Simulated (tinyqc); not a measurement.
Worked calculation: straight dislocations in isotropic elasticity: fields, energies, partials, Peierls stress and walls. Computed by tinyqc, a small Python program that keeps every step. Command: `OMP_NUM_THREADS=1 python tinyqc.py 3025585 3025586 out.jsonl disloc walk`. One thread of a shared host (Intel(R) Xeon(R) Processor @ 2.30GHz), about 0.01 s of CPU time with the checks. Intermediate numbers are printed to about 6 digits and carried at full precision; extremes and crossings named in words are read from the listed rows.

The line runs along z, the glide plane is y = 0, and beta is the angle between b and the line (0 screw, 90 degrees edge): b_e = b sin(beta) along +x with the extra half plane at y > 0, b_s = b cos(beta). Stress is positive in tension.

Inputs (values chosen for the exercise, for a model fcc or diamond crystal):
```
quantity,value,unit
shear modulus G,32.2,GPa
Poisson ratio nu,0.423,-
Burgers vector b,2.645,angstrom
stacking-fault energy gamma,28.6,mJ/m^2
dislocation density rho,1.4e+11,1/m^2
core radius r0/b,0.5,-
misfit volume of a solute dV,-4.5,angstrom^3
temperature T,850,K
unstable fault energy gamma_us,187,mJ/m^2
tilt angle theta,3.9,degrees
source length l,50,nm
```

Character: 30-degree.

field point (x, y) (nm): [8.3, -2.2]

Constants: 1 eV/angstrom^3 = 160.2176634 GPa; k_B = 8.617333262e-05 eV/K.

## Line energy and line tension

Energy factor K = G [cos^2(beta) + sin^2(beta)/(1 - nu)]. E = K b^2/(4 pi) ln(R/r0) with R = 1/(2 sqrt(rho)); tension T = E + d^2E/d(beta)^2 = G b^2 [1 + nu - 3 nu sin^2(beta)]/(4 pi (1 - nu)) ln(R/r0). The core energy is taken into r0.

energy factor K = 38.1015 GPa

ln(R/r0) = 9.22073

line energy E = 12.2078 eV/nm

line tension T = 19.7712 eV/nm

stored energy rho E = 0.273827 kJ/m^3

T/E = 1.62: bowing turns parts of the line towards the costlier edge character, so it is stiff.

## Stress at a point

With D = G b_e/(2 pi (1 - nu)), S = G b_s/(2 pi), r^2 = x^2 + y^2: s_xx = -D y (3x^2 + y^2)/r^4, s_yy = D y (x^2 - y^2)/r^4, s_xy = D x (x^2 - y^2)/r^4, s_zz = nu (s_xx + s_yy), s_xz = -S y/r^2, s_yz = S x/r^2. Pressure p = -trace/3.

stress (MPa):
```
,x,y,z
x,100.545,114.869,35.028
y,114.869,-30.447,132.150
z,35.028,132.150,29.651
```

pressure p = -33.2497 MPa

The point lies below the glide plane, on the stretched side.

## Force on a second, equal dislocation at that point; binding of a solute

Peach-Koehler force per length on a parallel dislocation with the same b: in the glide plane F_x = s_xy b_e + s_yz b_s, normal to it F_y = -(s_xx b_e + s_xz b_s), which drives climb of the edge part or cross-slip of a screw. A solute with misfit volume dV has the energy p dV, and its dilute concentration is scaled by exp(-p dV/(k_B T)).

glide force F_x = 45.4622 mN/m

normal force F_y = -21.3207 mN/m

solute energy = 0.933878 meV

concentration ratio = 0.987331

Along x the second dislocation is repelled. The undersized solute is depleted here.

## Splitting into partials

Shockley partials have b_p = b/sqrt(3) at the angles beta -/+ 30 degrees; their repulsion balances the fault at d = G b_p^2/(8 pi gamma) (2 - nu)/(1 - nu) [1 - 2 nu cos(2 beta)/(2 - nu)].

partial Burgers vector b_p = 1.52709 angstrom

splitting width d = 2.08934 nm

d/b = 7.89922

## Peierls-Nabarro core of the undissociated dislocation

Misfit energy gamma(u) = (gamma_us/2)(1 - cos(2 pi u/b)), so the largest restoring stress is tau_max = pi gamma_us/b; u(x) = b/2 + (b/pi) arctan(x/zeta), zeta = K b/(4 pi tau_max). Summing the misfit energy over atomic rows a' apart gives, for a wide core, W_P = (K b^2/pi) exp(-2 pi zeta/a') and sigma_P = (K b/a') exp(-2 pi zeta/a'); a' = b/2 for edge and 30-degree lines, b sqrt(3)/2 for screw and 60-degree lines.

tau_max = 2.22109 GPa

half width zeta = 3.61070 angstrom

row spacing a' = 1.3225 angstrom

Peierls barrier W_P = 1.87873e-04 meV/nm

Peierls stress sigma_P = 0.00270336 MPa

zeta/a' = 2.73 and sigma_P/G = 8.4e-8: the stress falls by a factor e for each a'/(2 pi) of half width. Caution: so small a Peierls stress means only that the model finds negligible lattice resistance; its value is not a prediction.

## Strength from dislocations

Frank-Read source, averaged over the loop: tau = G b/(2 pi l) [(1 - nu/2)/(1 - nu)] ln(l/r0). Taylor hardening: tau = 0.3 G b sqrt(rho).

Frank-Read stress = 219.879 MPa

Taylor stress = 0.956020 MPa

Of the source, forest and Peierls stresses the largest here is the source stress.

## Low-angle tilt boundary

A symmetric tilt wall of edge dislocations has the spacing h = b/(2 sin(theta/2)); Read-Shockley: gamma_b = E0 theta (A - ln theta), E0 = G b/(4 pi (1 - nu)), A = 1 + ln(b/(2 pi r0)), theta in radians.

spacing h = 3.88658 nm

boundary energy = 203.284 mJ/m^2

angle of the maximum, exp(A - 1) = 18.2378 degrees

## Character of the line

E = K b^2/(4 pi) ln(R/r0); T = G b^2 [1 + nu - 3 nu sin^2(beta)]/(4 pi (1 - nu)) ln(R/r0).

From screw to edge:
```
beta (degrees),K (GPa),E (eV/nm),T (eV/nm),d (nm)
0,32.2000,10.3170,25.4438,1.32349
15,33.7813,10.8236,23.9238,1.52870
30,38.1015,12.2078,19.7712,2.08934
45,44.0029,14.0987,14.0987,2.85520
60,49.9044,15.9895,8.4261,3.62105
75,54.2246,17.3737,4.2735,4.18169
90,55.8059,17.8804,2.7536,4.38690
```

The edge costs 1/(1 - nu) = 1.733 times the screw in energy, yet its tension is only (1 - 2 nu)/(1 + nu) = 0.108 of the screw value, so loops under stress are elongated along b. The edge splits 3.31 times as widely, (2 + nu)/(2 - 3 nu), since there the larger, edge parts of the partials repel with the factor 1/(1 - nu) and the small screw parts attract, while in the screw the roles are exchanged.

Checks made by the program: zero divergence of the stress field, by differences and relative to the size of its gradient (relative difference below 1e-10); splitting against the force between the two partials (relative difference below 1e-10).
